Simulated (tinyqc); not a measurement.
From results back to parameters: inversion layer as a triangular well, valleys of the Si type. Three cases, with inputs chosen for the exercise.

Problem. The spacing of the two lowest levels of one ladder was computed from a hidden sheet density Ns.

The field is taken as constant, e F = 4 pi (e^2/4 pi eps0)(Nd + eta Ns)/eps, with 1e12/cm^2 = 1e-4/angstrom^2, and the oxide as a hard wall at z = 0; c = hbar^2/2m0.

Level j of a valley lies at E_j = a_j (c (e F)^2/m_z)^(1/3) above the band edge at the surface, with the Airy zeros a_j = 2.338107, 4.087949, 5.520560, 6.786708, 7.944134, 9.022651, 10.040174, 11.008524, 11.936016, 12.828777, and has <z> = 2 E_j/(3 e F).

Constants: hbar^2/2m0 = 3.80998211 eV angstrom^2; e^2/(4 pi eps0) = 14.39964547 eV angstrom.

Find: F; Ns.

Method. e F = sqrt(m_z/c) [(E_1 - E_0)/(a_1 - a_0)]^(3/2), with a_0 and a_1 the first two zeros; then Ns = (eps e F/(4 pi e^2/4 pi eps0) - Nd)/eta.

Case 1.

Values chosen (near those of Si; shifted at random, so the results belong to these values and not to a real crystal): m_z = 0.3093 m0 (confinement mass); eps = 11.9 (dielectric constant); Nd = 0.13 x 1e12/cm^2 (depletion charge); eta = 0.75 (share of Ns in the effective field).

E_1 - E_0 = 106.9171 meV

Solution.

F = 0.4303 MV/cm
Ns = 3.60 x 1e12/cm^2

Case 2.

Values chosen (near those of Si; shifted at random, so the results belong to these values and not to a real crystal): m_z = 0.2593 m0 (confinement mass); eps = 11.8 (dielectric constant); Nd = 0.73 x 1e12/cm^2 (depletion charge); eta = 0.5 (share of Ns in the effective field).

E_1 - E_0 = 94.3507 meV

Solution.

F = 0.3266 MV/cm
Ns = 2.80 x 1e12/cm^2

Case 3.

Values chosen (near those of Si; shifted at random, so the results belong to these values and not to a real crystal): m_z = 0.898 m0 (confinement mass); eps = 11.5 (dielectric constant); Nd = 0.12 x 1e12/cm^2 (depletion charge); eta = 0.5 (share of Ns in the effective field).

E_1 - E_0 = 58.1681 meV

Solution.

F = 0.2942 MV/cm
Ns = 3.50 x 1e12/cm^2

Computed by tinyqc, one run a case: `OMP_NUM_THREADS=1 python tinyqc.py N N+1 out.jsonl` with N = 1282394, 1282486, 1282492; one thread of a shared Intel(R) Xeon(R) Processor @ 2.30GHz, about 0.07 s a run at most.
